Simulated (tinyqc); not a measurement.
# Charge-trap memory cell: effect of the gate voltage

Channel, tunnel oxide, storage layer, blocking layer, gate. N electrons per area sit in a sheet at the centroid and shift the threshold by U = (q/eps0) N (tb/eb + xc tn/en). EOT = t1 + 3.9 (tn/en + tb/eb); tunnel field F = (Vg - U)/EOT; dN/dt = eta (J/q)(1 - N/Nm). Fowler-Nordheim: J = A F^2 exp(-B/F), A = q^2/(16 pi^2 hbar mo phi) (times 1e14 for A/cm^2 with F in V/nm, emitter mass m0), B = (4/3) sqrt(mo/C) phi^1.5, C = hbar^2/(2 m0).

After 1e-5 s. The rate equation is integrated from N = 0 to the digits shown; blocking field (3.9 F + q N/eps0)/eb.

Inputs (values chosen for the exercise); oxide values close to those of silicon dioxide, storage layer close to silicon nitride, blocking layer close to silicon dioxide:
- phi = 3.11 eV (tunnel barrier)
- mo = 0.43 m0 (tunnelling mass)
- t1 = 4 nm (tunnel oxide (permittivity 3.9))
- tn = 7.1 nm (storage layer)
- en = 7.3 (its relative permittivity)
- tb = 7 nm (blocking layer)
- eb = 3.9 (its relative permittivity)
- xc = 0.34 (charge centroid, share of tn counted from the blocking side)
- eta = 0.66 (capture efficiency of an empty layer)
- Nm = 9.2e12 cm^-2 (trap density)

Constants: q = 1.602176634e-19 C, hbar = 1.054571817e-34 J s, m0 = 9.1093837015e-31 kg, eps0 = 8.8541878128e-14 F/cm where lengths are in cm, hbar^2/(2 m0) = 0.0380998212 eV nm^2. Results are converted to the units shown.

Effect of the gate voltage:
```
Vg (V),N/Nm,U (V),F (V/nm),blocking field (V/nm)
14.9,0.01276,0.04515,1.004,1.010
15.8,0.05071,0.1795,1.056,1.078
16.6,0.1306,0.4621,1.091,1.147
17.5,0.2751,0.9733,1.117,1.235
18.3,0.4297,1.521,1.134,1.318
19.2,0.6075,2.150,1.153,1.412
20,0.7540,2.668,1.172,1.493
20.9,0.8899,3.149,1.200,1.580
```

Read the table: what changes, and by how much?

U rises from 0.0452 to 3.15 V; the slope between neighbouring rows is at most 0.699 and 0.534 between the last two rows. In the upper rows it falls short of the 1 of a floating gate because capture weakens as the traps fill (89.0 % in the last row); where little charge has entered in the time given, the slope is small in any case. The blocking field reaches 15.8 MV/cm, where electrons may escape to the gate, which the model leaves out.

Range of the model: The Fowler-Nordheim form needs F t1 above phi; trap-assisted paths and leakage through the blocking layer are left out.

tinyqc, about 0.03 s, one thread, Intel Xeon 2.30GHz (shared host): `OMP_NUM_THREADS=1 python tinyqc.py 2130023 2130024 out.jsonl`
